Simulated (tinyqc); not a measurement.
## Off-state leakage of single and stacked transistors: subthreshold current against the height of the stack

n-channel devices of unit width. Subthreshold current I(Vg, Vs, Vd) = I0 (T/300 K)^0.5 exp[(Vg - Vs - VT(T) - gb (Vs - Vb) + dd (Vd - Vs))/(nf Vt)] (1 - exp(-(Vd - Vs)/Vt)), VT(T) = VT - cT (T - 300 K). Gate-edge tunnelling Ig (Vd/1 V) exp(ag (Vd - 1 V)), for a gate at 0 V, and band-to-band leakage Ab u exp(-Bb/u), u = Vd - Vb + 1 V, flow at a drain held at V; both are taken as independent of T. In a stack of off transistors (all gates at 0 V) the same subthreshold current passes through each.

All n gates at 0 V, bottom source at 0 V, top drain at V; node voltages follow from equal currents.

Inputs (values chosen for the exercise); values of the order met in bulk silicon logic transistors:
- T = 398 K (temperature)
- V = 1.1 V (supply voltage)
- VT = 0.43 V (threshold at 300 K, zero drain and body bias)
- cT = 0.6 mV/K (fall of the threshold with temperature)
- I0 = 0.72 uA/um (current at threshold at 300 K)
- nf = 1.16 (slope factor)
- dd = 0.05 (drain-induced lowering per volt)
- gb = 0.09 (rise of the threshold per volt of source-body bias)
- Vb = 0 V (body voltage)

Constants: q = 1.602176634e-19 C, kB = 1.380649e-23 J/K, Vt = kB T/q. Results are converted to the units shown.

Subthreshold current against the height of the stack:
```
n,I (nA/um),reduction factor,drain voltage of the bottom device (mV),source voltage of the top device (mV),voltage across the top device (V)
1,0.29310,1.0000,1100.0,0,1.1000
2,0.062409,4.6965,53.982,53.982,1.0460
3,0.034753,8.4340,21.137,74.413,1.0256
4,0.024072,12.176,13.319,87.228,1.0128
5,0.018412,15.919,9.7415,96.583,1.0034
6,0.014906,19.663,7.6832,103.95,0.99605
```

What does the table show?

The second transistor cuts the current by a factor of 4.70, the third by a further 1.80 and the sixth by 1.24. The top device keeps 90.5 % of the supply at n = 6, while the drain voltage of the bottom one falls to 0.224 Vt.

tinyqc, about 0.03 s, one thread, Intel Xeon 2.30GHz (shared host): `OMP_NUM_THREADS=1 python tinyqc.py 2242222 2242223 out.jsonl`
